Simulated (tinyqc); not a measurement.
# Hot electrons in a saturated n-channel MOSFET, lucky-electron model: several studies

Beyond pinch-off the lateral field grows as Esat cosh(y/l) over the velocity-saturated region (pseudo-two-dimensional model). Impact ionisation in this region gives the substrate current, which biases the body forward through Rsub. Currents are per width. Local-field laws: they overstate ionisation when the field peak is narrower than an energy relaxation length.

Values chosen for this exercise; values close to those of silicon n-channel devices:
```
symbol  value        unit                                   meaning
L         0.5          um                            channel length
tox       9.5          nm                           oxide thickness
xj        150          nm                            junction depth
VT       0.79           V                                 threshold
mu        290  cm^2/(V s)                        effective mobility
vs      7.2e6        cm/s                       saturation velocity
Ai        2e6        1/cm                      ionisation prefactor
Bi       1.78       MV/cm                          ionisation field
Rd          0      ohm um     resistance of the lightly doped drain
Rsub    15000      ohm um                      substrate resistance
kb       0.46              fall of VT per volt of forward body bias
m         3.2                                     lifetime exponent
Hl      10000     s uA/um                         lifetime constant
Vd          3           V                             drain voltage
Vg        1.7           V                              gate voltage
```

Constants: eps0 = 8.8541878128e-14 F/cm where lengths are in cm. Results are converted to the units shown.

Each table varies one quantity; the others keep the values above.

## Effect of the gate voltage

Cox = 3.9 eps0/tox, l = sqrt(3 tox xj), Esat = 2 vs/mu. Overdrive g = Vg - VT + kb Vb; Vdsat = g Esat L/(g + Esat L); Id = Cox vs (g - Vdsat); dV = Vd - Id Rd - Vdsat; Em = sqrt((dV/l)^2 + Esat^2); Isub = Id (Ai/Bi) l Em exp(-Bi/Em). Vb = Rsub Isub is solved self-consistently. Lifetime tau = (Hl/Id)(Isub/Id)^(-m); 1 year = 3.15576e7 s.

Effect of the gate voltage:
```
Vg (V),Id (uA/um),Em (MV/cm),Isub (uA/um),Isub/Id,tau (years)
0.94,2.2622,0.43989,0.12782,0.056501,1.3797
1.2,15.489,0.40759,0.58846,0.037992,0.71758
1.46,37.945,0.38074,0.98967,0.026082,0.97601
1.71,66.134,0.35893,1.2240,0.018508,1.6786
1.97,100.79,0.33951,1.3286,0.013182,3.2627
2.23,139.79,0.32272,1.3334,0.0095390,6.6224
2.48,180.63,0.30859,1.2797,0.0070848,13.276
2.74,225.98,0.29560,1.1902,0.0052671,27.403
3,273.79,0.28406,1.0852,0.0039634,56.190
```

Read the table: what changes, and by how much?

As Vg goes from 0.94 to 3 V, Em falls from 0.440 to 0.284 MV/cm, Isub goes from 0.128 through a maximum of 1.33 (at Vg = 2.23 V among the rows listed) to 1.09 uA/um and tau goes from 1.38 through a minimum of 0.718 (at Vg = 1.2 V among the rows listed) to 56.2 years. Id grows with Vg while the rising Vdsat lowers the field, hence the bell shape; the peak row has Vg/Vd = 0.74.

## Effect of the drain voltage

Same model as above.

Effect of the drain voltage:
```
Vd (V),Id (uA/um),Em (MV/cm),Isub (uA/um),Isub/Id,tau (years)
1.9,63.89,0.1952,0.01002,1.568e-4,7.415e6
2.11,63.91,0.2264,0.04085,6.392e-4,8.264e4
2.33,63.98,0.2592,0.1270,0.001985,2197
2.54,64.13,0.2907,0.3004,0.004684,140.6
2.76,64.41,0.3238,0.6273,0.009739,13.45
2.97,64.83,0.3552,1.128,0.01740,2.087
3.19,65.48,0.3882,1.904,0.02908,0.3995
3.4,66.36,0.4195,2.936,0.04424,0.1029
```

What does the comparison show?

As Vd goes from 1.9 to 3.4 V, Em rises from 0.195 to 0.419 MV/cm, Isub rises from 0.0100 to 2.94 uA/um and tau falls from 7.42e6 to 0.103 years. The slope of ln(tau) against 1/Vd is 85.8 V between the first two rows and 70.1 V between the last two; ten years are last met at Vd = 2.76 V among the rows. For Vd = 1.9 to 2.33 V tau is a far extrapolation that only says that hot carriers are no limit.

## Effect of the oxide thickness

Same model as above.

Effect of the oxide thickness:
```
tox (nm),Id (uA/um),Em (MV/cm),Isub (uA/um),Isub/Id,tau (years)
5.3,126.4,0.4748,7.748,0.06132,0.01901
6.5,98.54,0.4316,4.181,0.04243,0.07921
8.1,76.97,0.3885,2.077,0.02699,0.4313
10,61.50,0.3509,1.019,0.01658,2.569
12,50.92,0.3212,0.5296,0.01040,13.79
15,40.58,0.2883,0.2249,0.005543,129.6
19,31.97,0.2572,0.08442,0.002640,1765
```

Read the table: what changes, and by how much?

As tox goes from 5.3 to 19 nm, Em falls from 0.475 to 0.257 MV/cm, Isub falls from 7.75 to 0.0844 uA/um and tau rises from 0.0190 to 1770 years. From the first row to the last, log10(tau) changes by 5.0: 4.4 from (Isub/Id)^(-m), which holds Em and l, and 0.60 from 1/Id. At tox = 19 nm tau is a far extrapolation that only says that hot carriers are no limit.

Program tinyqc, `OMP_NUM_THREADS=1 python tinyqc.py 2550134 2550135 out.jsonl`; Intel Xeon 2.30GHz, shared host, one thread, about 0.01 s.
